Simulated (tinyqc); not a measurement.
Worked calculation: deep level as a short-range spherical well. Values are carried at full precision from step to step, so a last printed digit may differ when a step is redone from the rounded ones.

A spherical well of radius R and depth V0 below the conduction edge, one mass m, c = hbar^2/2m0. The s level at binding Et solves k cot(k R) = -kappa with k = sqrt(m (V0 - Et)/c), kappa = sqrt(m Et/c); it exists for V0 > Vc = c (pi/2R)^2/m. Outside, psi falls as exp(-kappa r)/r.

Constants: hbar^2/2m0 = 3.80998211 eV angstrom^2; fine-structure constant alpha = 0.007297352564; hc = 1239.841984 eV nm; kB = 8.617333262e-05 eV/K; hbar = 6.58211957e-16 eV s.

Values chosen for the exercise (near those of 4H SiC; not measured data): R = 2.9 angstrom (radius of the well); V0 = 4.89 eV (depth of the well); m = 0.393 m0 (mass); n_r = 2.56 (refractive index); gv = 3 (valleys); sn = 9.3 x 1e-16 cm^2 (capture cross-section); T = 200 K (temperature).

## The bound level

Solve for Et; the share outside is [sin^2(kR)/(2 kappa)]/[sin^2(kR)/(2 kappa) + R/2 - sin(2kR)/(4k)].

Et = 0.6009 eV
k = 0.6652 1/angstrom
kappa = 0.2490 1/angstrom
share outside = 0.509
Vc = 2.844 eV

The well is 1.72 times the critical depth. Since dEt/dV0 equals the share inside, 0.49, a 1 % change of V0 moves Et by 4.0 %. The decay length is 4.0 angstrom, 1.4 times R.

## Peak of the photo-ionisation cross-section

Lucovsky model (delta well, plane-wave final states, no local-field factor): sigma = (32 pi alpha c/(3 n_r m Et)) (x - 1)^(3/2)/x^3, x = h nu/Et, c = hbar^2/2m0; 1 angstrom^2 = 1e-16 cm^2.

The maximum lies at x = 2. Give the photon energy, its wavelength and sigma there.

h nu = 1.202 eV
wavelength = 1032 nm
sigma = 19.3 x 1e-18 cm^2

With 51 % of the state outside the well the delta-well form is only a rough model of this centre.

## Thermal emission

Thermal emission e = sn v Nc exp(-Et/kB T), v = sqrt(6 c kB T/m)/hbar, Nc = 2 gv (m kB T/(4 pi c))^(3/2), c = hbar^2/2m0, one mass for both, degeneracy ratio 1; 1 angstrom = 1e-8 cm.

Give v, Nc, e and 1/e.

v = 1.521 x 1e7 cm/s
Nc = 10.10 x 1e18/cm^3
e = 0.000103 1/s
1/e = 9.68e+03 s

## Checks

- Et from the radial equation on a grid against the matching condition, eV: both 0.60.

Computed by tinyqc, a small Python program: `OMP_NUM_THREADS=1 python tinyqc.py 1282627 1282628 out.jsonl` (the numbers bound the seed that draws the inputs); one thread of a shared host (Intel(R) Xeon(R) Processor @ 2.30GHz), about 0.01 s for the whole set of steps.
